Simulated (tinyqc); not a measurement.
Thermal and gravitational stress in a wafer during furnace and rapid thermal processing, and the onset of slip: one step, computed by the program tinyqc.

A thin free disc in plane stress, isotropic; T(r) = T_centre + dT (r/R)^n with n = 2. Stress is positive in tension; sigma_SB = 5.670374419e-8 W/(m^2 K^4), g = 9.80665 m/s^2.

Problem. Resolved stress round the edge. At the edge the stress is uniaxial along the tangent d = (cos phi, sin phi, 0) of a (001) wafer; the Schmid factor is the largest |(d.n)(d.b)| over the twelve {111}<110> systems.

Inputs (values chosen for the exercise, for a model wafer): edge less centre temperature dT = -38 K.

Temperature profile: parabolic.

hoop stress at the edge = 12.31656 MPa

Give: Schmid factor and resolved stress at phi = 0, 7.5, 15, 22.5, 30, 37.5 and 45 degrees from [100].

Solution.

Schmid factor and resolved stress at phi = 0, 7.5, 15, 22.5, 30, 37.5 and 45 degrees from [100]:
```
phi from [100] (degrees)  Schmid factor  resolved stress (MPa)
0.0                             0.40825                 5.0282
7.5                             0.45412                 5.5932
15.0                            0.48296                 5.9484
22.5                            0.49280                 6.0696
30.0                            0.48296                 5.9484
37.5                            0.45412                 5.5932
45.0                            0.40825                 5.0282
```

The factor is 1/sqrt(6) = 0.408 along <100> and <110> and peaks at 0.4928 at 22.5 degrees, so slip, if any, starts at eight places between these directions.
